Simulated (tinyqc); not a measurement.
AlGaN/GaN HEMT with access regions, lumped model: one step of the calculation.

A polarisation-induced electron sheet under a Schottky gate, in series with two ungated access regions and contacts. Drift law v = mu E/(1 + mu E/vs) under the gate. Currents in mA/mm, resistances in ohm mm. No self-heating, no channel-length modulation; fits for polarisation, barrier and offset are chosen for the exercise.

Problem. Polarisation charge, threshold and sheet resistance. sigma = (5e13 x + 1.6e13 x^2) cm^-2, phiB = 0.84 + 1.3 x, dEc = 0.7 (1.71 x + x^2) in volts, Cb = eps0 eps_r/d, VT = phiB - dEc - q sigma/Cb, access density n0 = -Cb VT/q. Rsh = 1/(q mu n0); largest access current q n0 vs.

Inputs (values chosen for the exercise); values close to those of AlGaN/GaN structures: aluminium share of the barrier x = 0.24; barrier thickness d = 20 nm; relative permittivity of barrier and channel eps_r = 9.3; channel mobility mu = 1400 cm^2/(V s); saturation velocity vs = 1.6e7 cm/s.

Constants: q = 1.602176634e-19 C, eps0 = 8.8541878128e-14 F/cm where lengths are in cm. Results are converted to the units shown.

Give: sigma; Cb; VT; n0; Rsh; q n0 vs.

Solution.

sigma = 1.292e13 cm^-2
Cb = 0.4117 uF/cm^2
VT = -4.204 V
n0 = 1.080e13 cm^-2
Rsh = 412.7 ohm
q n0 vs = 2769 mA/mm

tinyqc, about 0.02 s, one thread, Intel Xeon 2.30GHz (shared host): `OMP_NUM_THREADS=1 python tinyqc.py 2570003 2570004 out.jsonl`
